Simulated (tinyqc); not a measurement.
Inside a calculation: coherent potential approximation for a binary alloy with a semi-elliptic band. Values are carried at full precision from step to step, so a last printed digit may differ when a step is redone from the rounded ones.

Site levels eA = -x d (share 1 - x) and eB = (1 - x) d (share x), so that their mean, the virtual crystal, is 0. Pure band: G0(z) = 2 (z - sqrt(z - W) sqrt(z + W))/W^2 with principal roots, density -Im G/pi per site. The medium has a self-energy S(z), G = G0(z - S), z = E + i eta. t_i = (e_i - S)/(1 - (e_i - S) G); the CPA demands <t> = (1 - x) tA + x tB = 0. Iteration: start at S = 0, set S(new) = S + <t>/(1 + <t> G), stop when |<t>| < 1e-9 eV.

Constants: hbar = 6.58211957e-16 eV s.

Values chosen for the exercise:
- W = 5 eV (half width of the pure band)
- x = 0.42 (fraction of B)
- d = 7.78 eV (eB - eA)
- eta = 0.1 eV (broadening)
- E = 1.86 eV (energy)

## First step: the average t-matrix

With S = 0 form G, tA, tB, <t> and the new S.

eA, eB (eV): [-3.2676, 4.5124]

G = 0.14559-0.36339i 1/eV

tA, tB (eV): [-1.3440-1.0814i, 0.5515-2.6365i]

<t> = -0.5479-1.7346i eV
S after one step = -0.7612-6.1236i eV

## The self-consistent medium

Iterate.

Iterations:
```
i               S (eV)           G (1/eV)  |<t>| (eV)
0              0.00000   0.14559-0.36339i        1.82
1    -0.76123-6.12360i   0.04289-0.12801i        4.86
2    5.50044-14.26063i  -0.01538-0.06405i        9.18
3    13.86759-9.75420i  -0.04890-0.04228i        5.07
4    13.84617-5.47724i  -0.06916-0.03468i        2.08
5    12.89737-3.90031i  -0.08193-0.03273i        1.01
6    12.19004-3.29360i  -0.09013-0.03324i       0.561
7    11.71254-3.05820i  -0.09535-0.03477i       0.340
...                ...                ...         ...
56   10.90611-3.23449i  -0.10039-0.04297i    3.51e-09
57   10.90611-3.23449i  -0.10039-0.04297i    2.42e-09
58   10.90611-3.23449i  -0.10039-0.04297i    1.66e-09
59   10.90611-3.23449i  -0.10039-0.04297i    1.15e-09
60   10.90611-3.23449i  -0.10039-0.04297i    7.88e-10
```

S = 10.90611-3.23449i eV
G = -0.10039-0.04297i 1/eV

Converged at i = 60. The first step gave -0.7612-6.1236i eV.

## Densities on A and B, and the lifetime

G_i = G/(1 - (e_i - S) G); densities -Im G_i/pi; their weighted sum must be -Im G/pi. Lifetime hbar/(2 |Im S|), which has a meaning only while |Im S| is small against W. Weak-scattering value of S: x (1 - x) d^2 G.

densities (1/eV): on A 0.0035, on B 0.0277, weighted sum 0.0137, medium 0.0137

lifetime = 0.102 fs
weak-scattering S = -1.4803-0.6335i eV

A B site carries the larger density here, by a factor 7.85; the weak-scattering value is 111 % from S.

## Checks

- Weighted sum of the partial densities against the density of the medium: both 0.013677.

tinyqc: `OMP_NUM_THREADS=1 python tinyqc.py 1481685 1481686 out.jsonl`; about 0.01 s, one thread, shared Intel(R) Xeon(R) Processor @ 2.30GHz.
